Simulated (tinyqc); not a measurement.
Inside a calculation: complex band structure along [001] in sp3s* tight binding. Values are carried at full precision from step to step, so a last printed digit may differ when a step is redone from the rounded ones.

For k = (0, 0, kz) the phase sums are g0 = cos(phi) and g3 = i sin(phi), phi = kz a/4, and the s, pz, s* orbitals of anion (a) and cation (c) decouple from px, py. With z = exp(i phi), H(z) = H0 + z T + T^T/z for any complex z. H0 is diagonal (Esa, Epa, Exa, Esc, Epc, Exc). The anion-cation block is B(z) = z U + W/z and the cation-anion block z W^T + U^T/z, where U has Vss/2 (s,s), Vsapc/2 (s,z), -Vscpa/2 (z,s), Vxx/2 (z,z), Vxapc/2 (s*,z), -Vpaxc/2 (z,s*), and W has the same values with the s-z and s*-z signs reversed. |z| = 1 is a band state, |z| < 1 decays along [001] as exp(-kappa d) over a distance d, kappa = -(4/a) ln|z|. No spin-orbit coupling.

Inputs chosen for the exercise (out of a larger set: near a published set for Si, fitted to gaps, whose masses and valley positions are rough (light masses up to twice too heavy); not measured data):
```
symbol  value                                                                                           unit      meaning
p       (-4.197, 1.721, -4.197, 1.721, 6.697, 6.697, -8.294, 1.722, 4.584, 5.723, 5.723, 5.355, 5.355)  eV        order Esa, Epa, Esc, Epc, Exa, Exc, Vss, Vxx, Vxy, Vsapc, Vscpa, Vxapc, Vpaxc
dE      0.3                                                                                             eV        E - Ev
a       5.435                                                                                           angstrom  lattice constant
```

## The layer matrices

Parameters in the order Esa, Epa, Esc, Epc, Exa, Exc, Vss, Vxx, Vxy, Vsapc, Vscpa, Vxapc, Vpaxc. Form H0 and T.

diagonal of H0 (eV): sa -4.1970, za 1.7210, s*a 6.6970, sc -4.1970, zc 1.7210, s*c 6.6970

T (eV):
```
          sa      za      s*a       sc      zc      s*c
sa    0.0000  0.0000   0.0000  -4.1470  2.8615   0.0000
za    0.0000  0.0000   0.0000  -2.8615  0.8610  -2.6775
s*a   0.0000  0.0000   0.0000   0.0000  2.6775   0.0000
sc   -4.1470  2.8615   0.0000   0.0000  0.0000   0.0000
zc   -2.8615  0.8610  -2.6775   0.0000  0.0000   0.0000
s*c   0.0000  2.6775   0.0000   0.0000  0.0000   0.0000
```

## Edges at Gamma

At z = 1 the levels follow from the blocks [[Esa, Vss], [Vss, Esc]] and [[Epa, Vxx], [Vxx, Epc]]: Ev is the lower p root, and the direct gap ends at the lower of the upper roots.

Ev = -0.0010 eV
EG (direct gap) = 3.4440 eV

## Complex wave vectors at one energy in the gap

Solve det(H0 - E + z T + T^T/z) = 0 with E = Ev + dE, as the linear problem [[0, 1], [-T^T, E - H0]] x = z [[1, 0], [0, T]] x. Roots come as z, -z, 1/z and conjugates; list those with 0 < |z| < 1 and Re z, Im z >= 0, by falling |z|. Re kz = arg(z)/(pi/2) in units of 2 pi/a, kappa = -(4/a) ln|z|.

Decaying roots:
```
Re z      Im z     |z|  Re kz (2 pi/a)  kappa (1/angstrom)
0.8544  0.0000  0.8544          0.0000              0.1158
0.2431  0.5259  0.5794          0.7244              0.4017
```

The slowest root has kappa = 0.1158 1/angstrom at Re kz = 0.000: a purely imaginary k at Gamma. The probability falls by exp(-2 kappa d), a factor 10.1 over 1 nm.

## The px, py block

For px and py the determinant gives (E - Epa)(E - Epc) = Vxx^2 cos^2(phi) + Vxy^2 sin^2(phi). With phi = i kappa a/4 this is sinh^2(kappa a/4) = ((E - Epa)(E - Epc) - Vxx^2)/(Vxx^2 - Vxy^2), E = Ev + dE. Parameters in the order Esa, Epa, Esc, Epc, Exa, Exc, Vss, Vxx, Vxy, Vsapc, Vscpa, Vxapc, Vpaxc.

sinh^2(kappa a/4) = 0.05226
kappa of the heavy-hole branch = 0.1668 1/angstrom

This branch decays faster than the slowest root of the s-pz block (0.1158), by a factor 1.44 in kappa.

## Checks

- Largest distance of a level of the 6 x 6 block at kz = 0.37 (2 pi/a) from a level of the full matrix, against zero (eV): both 0.000000.

Run: tinyqc, `OMP_NUM_THREADS=1 python tinyqc.py 1480751 1480752 out.jsonl`; Intel(R) Xeon(R) Processor @ 2.30GHz, one thread, shared host; about 0.01 s of CPU time with all checks.
